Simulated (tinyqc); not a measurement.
# Changing the pulse length

Model: self-heating of a transistor with one or more fingers, with temperature-dependent conductivity. Computed by tinyqc, a small Python program. Command: `OMP_NUM_THREADS=1 python tinyqc.py 3022552 3022553 out.jsonl selfheat sweep`. One thread of a shared host (Intel(R) Xeon(R) Processor @ 2.30GHz), about 0.2 s of CPU time with the checks.

N long parallel fingers lie on the top face of a slab whose bottom is held at T_0; the top is otherwise insulated, and heat flows in two dimensions. P in W/mm is 1000 P in W/m.

Inputs (values chosen for the exercise, modelled on silicon carbide):

| quantity | value | unit |
|---|---|---|
| conductivity at the base temperature kappa_0 | 381 | W/(m K) |
| power per gate width P | 8.1 | W/mm |
| fingers N | 1 | - |
| finger pitch s | 37 | micrometre |
| width of the heat source w | 1.3 | micrometre |
| substrate thickness t | 76 | micrometre |
| heat capacity C | 2.13 | 1e6 J/(m^3 K) |

Power: power rises with temperature.

Method:
- A line source of power P on the top face raises the top at distance x by (P/(pi kappa_0)) g(x), g(x) = -ln tanh(pi x/(4 t)) (the image sum for the slab). On a strip of width w the centre sees the mean of g over the strip, g_0 = 1 + ln(8 t/(pi w)) for w much below t.
- theta_i = (P/(pi kappa_0)) [g_0 + sum over j != i of g(|i - j| s)], with equal powers and constant conductivity; thermal resistance = largest theta/P.
- After switching on, theta(tau) = (P D/kappa_0) int_0^tau X(u) Z(u) du at the hottest finger, D = kappa_0/C; X = sum over fingers at distance x of [erf((x + w/2)/r) - erf((x - w/2)/r)]/(2 w), Z = sum_(j=-200..200) (-1)^j exp(-(2 j t/r)^2)/sqrt(pi D u), r = 2 sqrt(D u); trapezoid rule on 300 points evenly spaced in ln u from u_0 = 1e-3 min(tau, w^2/D) to tau, plus the exact piece 2 sqrt(u_0/(pi D))/w below u_0. Conductivity and power are held at their base values here, and Fourier's law is used even where the diffusion length is near a phonon free path.

One run for each value:

| pulse length (microsecond) | linear rise after the pulse (K) | share of the steady rise | diffusion length sqrt(D tau) (micrometre) |
|---|---|---|---|
| 0.003 | 10.529 | 0.2592 | 7.3254e-01 |
| 0.01 | 14.454 | 0.3558 | 1.3374e+00 |
| 0.06 | 20.461 | 0.5037 | 3.2760e+00 |
| 0.3 | 25.898 | 0.6375 | 7.3254e+00 |
| 1 | 29.970 | 0.7377 | 1.3374e+01 |
| 5 | 35.414 | 0.8717 | 2.9906e+01 |
| 20 | 39.535 | 0.9732 | 5.9812e+01 |
| 100 | 40.623 | 1.0000 | 1.3374e+02 |
| 500 | 40.624 | 1.0000 | 2.9906e+02 |
| 2000 | 40.624 | 1.0000 | 5.9812e+02 |

Over the rows, linear rise after the pulse (K) rises from 10.5 to 40.6, flat over part of the range; share of the steady rise rises from 0.259 to 1.00, flat over part of the range; diffusion length sqrt(D tau) (micrometre) rises from 0.733 to 598 (exponent d ln y / d ln x about 0.50 throughout). Short pulses heat only the region within a diffusion length; the rise saturates when that length reaches the thickness, 76 micrometre.

Extremes, crossings and ranges named in words are read from the listed rows.
